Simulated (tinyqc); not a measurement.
Double-gate transistor below threshold, two-dimensional Poisson equation on a small mesh: two steps of the calculation.

Half of a symmetric double-gate structure: row 0 is the mid-plane of the body, where the normal field vanishes. Mobile charge is neglected (subthreshold), the body is fully depleted, and potentials are counted from the intrinsic level; rows run upward to the gate, columns from source to drain.

Inputs (values chosen for the exercise); semiconductor permittivity close to that of gallium nitride:
- eps_r = 9.5 (relative permittivity of the semiconductor)
- eox = 7.5 (relative permittivity of the insulator)
- tb = 4 nm (half the body thickness)
- tox = 3.5 nm (insulator thickness)
- L = 24 nm (channel length)
- Na = 0 cm^-3 (acceptor density of the depleted body)

Constants: q = 1.602176634e-19 C, eps0 = 8.8541878128e-14 F/cm where lengths are in cm. Results are converted to the units shown.

Problem 1. Coefficients of the five-point equations. Mesh: rows i = 0..2 in the semiconductor (step hs = tb/2, row 2 on the interface), then 2 step(s) ho = tox/2 up to the gate row 4; columns j = 0..6 (step hy = L/6). Box integration, divided by eps0: up_i = eps hy/h of the interval above row i, dn_i = that of the interval below (0 for row 0), lat_i = (sum of eps h/2 over the intervals above and below)/hy, s_i = -q Na w_i hy/eps0 with w_i the semiconductor height of the box (hs/2 for row 0 and the interface row, hs between, 0 in the insulator). Each free node obeys (up + dn + 2 lat) psi = up psi(above) + dn psi(below) + lat [psi(left) + psi(right)] + s.

Wanted: up; dn; lat; s.

Solution 1.

```
row,up,dn,lat,s (V)
0,19.00,0,2.375,0
1,19.00,19.00,4.750,0
2,17.14,19.00,4.016,0
3,17.14,17.14,3.281,0
```

Problem 2. Jacobi sweep. Free nodes: rows 0..3, columns 1..5, taken row by row from row 0, left to right. t = (up psi(above) + dn psi(below) + lat [psi(left) + psi(right)] + s)/(up + dn + 2 lat), with all neighbours from the previous sweep; psi(new) = t.

psi after iteration 1 (V):
```
,j=0,j=1,j=2,j=3,j=4,j=5,j=6
row 0,0.52000000,0.10600000,0.06000000,0.06000000,0.06000000,0.11100000,0.57000000
row 1,0.52000000,0.10600000,0.06000000,0.06000000,0.06000000,0.11100000,0.57000000
row 2,0.52000000,0.10181607,0.06000000,0.06000000,0.06000000,0.10636129,0.57000000
row 3,0.29000000,0.07847541,0.06000000,0.06000000,0.06000000,0.08048361,0.31500000
row 4,0.06000000,0.06000000,0.06000000,0.06000000,0.06000000,0.06000000,0.06000000
```

```
row,up,dn,lat,s (V)
0,19,0,2.375,0
1,19,19,4.75,0
2,17.142857,19,4.0156250,0
3,17.142857,17.142857,3.2812500,0
```

Wanted: psi after iteration 2.

Solution 2.

psi after iteration 2 (V):
```
,j=0,j=1,j=2,j=3,j=4,j=5,j=6
row 0,0.52000,0.14280,0.06460,0.06000,0.06510,0.15180,0.57000
row 1,0.52000,0.14113,0.06460,0.06000,0.06510,0.14994,0.57000
row 2,0.52000,0.12877,0.06380,0.06000,0.06421,0.13625,0.57000
row 3,0.29000,0.09602,0.06148,0.06000,0.06165,0.09994,0.31500
row 4,0.06000,0.06000,0.06000,0.06000,0.06000,0.06000,0.06000
```

Numbers from tinyqc (`OMP_NUM_THREADS=1 python tinyqc.py 2480112 2480113 out.jsonl`; about 0.2 s on one thread of a shared Intel Xeon 2.30GHz).
